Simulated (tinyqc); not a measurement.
Worked calculation: anisotropic elasticity and sound waves of a cubic crystal. Computed by tinyqc, a small Python program that keeps every step. Command: `OMP_NUM_THREADS=1 python tinyqc.py 3017475 3017476 out.jsonl cubicelastic walk`. One thread of a shared host (Intel(R) Xeon(R) Processor @ 2.30GHz), about 0.01 s of CPU time with the checks. Intermediate numbers are printed to about 6 digits and carried at full precision; extremes and crossings named in words are read from the listed rows.

Voigt order 1..6 = xx, yy, zz, yz, xz, xy, with engineering shear strains. The rotated frame has x' as named, z' along the wafer normal and y' = z' x x'.

Inputs (values chosen for the exercise, modelled on indium phosphide):
```
quantity                                value    unit
C11                                      99.6     GPa
C12                                     56.28     GPa
C44                                     45.58     GPa
density rho                             4.833  g/cm^3
expansion coefficient of the film         4.4   ppm/K
expansion coefficient of the substrate   0.55   ppm/K
cooling Delta T                           700       K
```

Frame: (110) wafer, x' along [001].

wave normal (not normalised): 1  1.5  3.2

## Compliances and anisotropy

S11 = (C11 + C12)/D, S12 = -C12/D, D = (C11 - C12)(C11 + 2 C12), S44 = 1/C44. Zener ratio A = 2 C44/(C11 - C12); S0 = S11 - S12 - S44/2; H = 2 C44 + C12 - C11.

S11 = 16.9605 1/TPa

S12 = -6.12353 1/TPa

S44 = 21.9394 1/TPa

Zener ratio A = 2.10434

S0 = 12.1143 1/TPa

H = 47.84 GPa

## Stiffness in the rotated frame

direction cosines a (rows x', y', z' in the cube axes):
```
          x         y        z
x'  0.00000   0.00000  1.00000
y'  0.70711  -0.70711  0.00000
z'  0.70711   0.70711  0.00000
```

C'_ijkl = C12 delta_ij delta_kl + C44 (delta_ik delta_jl + delta_il delta_jk) - H sum_m a_im a_jm a_km a_lm.

C' (GPa):
```
       1       2       3      4      5      6
1  99.60   56.28   56.28   0.00   0.00   0.00
2  56.28  123.52   32.36   0.00   0.00   0.00
3  56.28   32.36  123.52   0.00   0.00   0.00
4   0.00    0.00    0.00  21.66   0.00   0.00
5   0.00    0.00    0.00   0.00  45.58   0.00
6   0.00    0.00    0.00   0.00   0.00  45.58
```

No normal-shear coupling appears in this frame.

## Moduli along the axes of the frame

Invert C' to S'. E along x' = 1/S'11, along y' = 1/S'22; Poisson ratios nu(x'y') = -S'12/S'11 and nu(x'z') = -S'13/S'11; in-plane shear modulus 1/S'66.

E along x' = 58.9606 GPa

E along y' = 91.7150 GPa

nu(x'y') = 0.361047

nu(x'z') = 0.361047

in-plane shear modulus = 45.58 GPa

E differs between x' and y' by -35.7 %.

## Thermal stress in a film with this orientation

On cooling, a thick substrate imposes eps_1 = eps_2 = (alpha_film - alpha_substrate) Delta T and eps_6 = 0; the free surface sets sigma_3 = sigma_4 = sigma_5 = 0, which fixes eps_3, eps_4, eps_5. Biaxial modulus M = (sigma_1 + sigma_2)/(2 eps); energy density M eps^2. Elastic response and constant coefficients are assumed.

in-plane strain = 2.695 per mille

elastic strain along the normal = -1.93398 per mille

stress along x' = 311.252 MPa

stress along y' = 421.978 MPa

biaxial modulus M = 136.035 GPa

energy density = 0.988027 MJ/m^3

The film ends in tension. Caution: the thermal stress of this film exceeds 200 MPa, which can relax by slip, cracking or buckling in a real film.

## Sound waves along the wave normal

In the cube axes, with unit normal n: G_ij = (C12 + C44) n_i n_j + (C44 - H n_i^2) delta_ij, eigenvalues rho v^2, eigenvectors u (columns, largest component positive). Group velocity V_i = [(C12 + C44)(u.n) u_i + C44 n_i - H u_i^2 n_i]/(rho v); its angle to n has cosine v/|V|.

Christoffel matrix (GPa):
```
         x        y        z
x  49.5844  11.3262  24.1625
y  11.3262  54.5900  36.2437
z  24.1625  36.2437  86.5855
```

phase velocities (m/s): 2480.71  2908.75  4985.54

polarisations:
```
        slow       fast  longitudinal
x   0.313201   0.882262      0.351451
y   0.734800  -0.459574      0.498860
z  -0.601643  -0.102003      0.792225
```

group speeds (m/s): 2826.09  3047.72  5076.91

angles between V and n (degree): 28.6232  17.3695  10.8869

Energy flows off the wave normal by up to 28.6 degrees, for the slow transverse wave.

## Polycrystal bounds against single-crystal directions

B = (C11 + 2 C12)/3; Voigt G = (C11 - C12 + 3 C44)/5; Reuss G = 5/(4 (S11 - S12) + 3 S44); Hill is their mean; E = 9BG/(3B + G), nu = (3B - 2G)/(6B + 2G). Along <hkl>, with g = 0, 1/4, 1/3: 1/E = S11 - 2 S0 g; for a film with that normal C33 = C11 + 2 H g and M = [6B - (3B - C33) - (3B - C33)^2/C33]/2.

bulk modulus B = 70.72 GPa

Averages:
```
average  G (GPa)  E (GPa)        nu
Voigt    36.0120  92.3590  0.282336
Reuss    31.6147  82.5439  0.305468
Hill     33.8133  87.4953  0.293799
```

Directions:
```
direction  E (GPa)  biaxial modulus M (GPa)
<100>       58.961                   92.277
<110>       91.715                  136.035
<111>      112.558                  147.084
```

The bounds on G differ by 14 %, while E varies by a factor 1.91 with direction; with A above 1 the stiffest axis is <111>. Under a fixed mismatch strain, grains with a <100> normal store the least energy.

Checks made by the program: E along x' against 1/E = S11 - 2 S0 (l^2 m^2 + m^2 n^2 + n^2 l^2) (relative difference below 1e-10); closed form of M against the matrix solution (relative difference below 1e-10).
